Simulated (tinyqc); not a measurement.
Ellipsometry and reflectance of a transparent film on an absorbing substrate: one step of the calculation.

Air (index 1), film, substrate with N2 = n2 - i k2; time factor exp(+i w t). q_j = sqrt(N_j^2 - sin^2 th), root with positive real part. Fresnel coefficients r_s = (q_a - q_b)/(q_a + q_b), r_p = (N_b^2 q_a - N_a^2 q_b)/(N_b^2 q_a + N_a^2 q_b). tan(Psi) exp(i Delta) = R_p/R_s, Delta taken from 0 to 360 degrees.

Question. Interface coefficients and thickness period. q0, q1, q2 and the coefficients r01 and r12 for p and s; the results repeat in d with the period lam/(2 q1).

Values chosen for this exercise; indices close to those of silicon dioxide on silicon:
- lam = 632.8 nm (wavelength)
- th = 60 degrees (angle of incidence)
- n1 = 1.45 (index of the transparent film)
- n2 = 3.882 (index of the substrate)
- k2 = 0.019 (extinction coefficient of the substrate)

Wanted: q0; q1; q2; r01,p; r01,s; r12,p; r12,s; period.

Answer.

q0 = 0.50000
q1 = 1.1630
q2 = 3.7842-0.0195i
r01,p = -0.050456
r01,s = -0.39867
r12,p = 0.37555-0.00199i
r12,s = -0.52985+0.00185i
period = 272.06 nm

Program tinyqc, `OMP_NUM_THREADS=1 python tinyqc.py 2870216 2870217 out.jsonl`; Intel Xeon 2.30GHz, shared host, one thread, about 0.4 s.
